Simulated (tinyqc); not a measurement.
Biaxially strained (001) channel, valley splitting in an inversion layer: two steps of the calculation.

A thin layer grown on a relaxed buffer is stretched in the plane. The two valleys with their long axis along the growth direction (D2) sink against the four in-plane ones (D4); confinement in a triangular well splits them too. Only the lowest subband of each set is kept; one relaxation time, so the weakening of intervalley scattering is left out.

Parameters, values chosen for the exercise; values close to those of silicon on relaxed silicon-germanium: temperature T = 293 K; germanium share of the relaxed buffer x = 0.13; lattice mismatch per unit x b1 = 0.0418; elastic constant c11 = 168 GPa; elastic constant c12 = 62.2 GPa; shear deformation potential Xu = 9.23 eV; longitudinal mass ml = 0.91 m0; transverse mass mt = 0.188 m0; confining field F = 0.38 MV/cm; Burgers vector bv = 0.384 nm.

Constants: q = 1.602176634e-19 C, kB = 1.380649e-23 J/K, hbar = 1.054571817e-34 J s, m0 = 9.1093837015e-31 kg, hbar^2/(2 m0) = 0.0380998212 eV nm^2. Results are converted to the units shown.

Question 1. Subband edges and densities of states. Levels E(m) = 2.33811 (hbar^2 q^2 F^2/(2 m))^(1/3): E2 = E(ml), E4 = E(mt) + D; N2 = 2 mt kB T/(pi hbar^2), N4 = 4 sqrt(mt ml) kB T/(pi hbar^2).

D = 87.295011 meV

Find: E2; E4; N2; N4.

Answer 1.

E2 = 0.09177 eV
E4 = 0.2425 eV
N2 = 3.966e12 cm^-2
N4 = 1.745e13 cm^-2

Of the gap E4 - E2 = 151 meV, confinement gives 63.5 meV.

Question 2. Critical thickness by substitution. Critical thickness (Matthews-Blakeslee, 60-degree dislocations): h = bv (1 - nu/4)[ln(h/bv) + 1]/(4 pi e_par (1 + nu)), nu = c12/(c11 + c12). The right side gives h(new); e_par = b1 x.

h after iteration 1 = 17.584663 nm

Wanted: h after iteration 2.

Answer 2.

h after iteration 2 = 19.915 nm

tinyqc, about 0.01 s, one thread, Intel Xeon 2.30GHz (shared host): `OMP_NUM_THREADS=1 python tinyqc.py 2530125 2530126 out.jsonl`
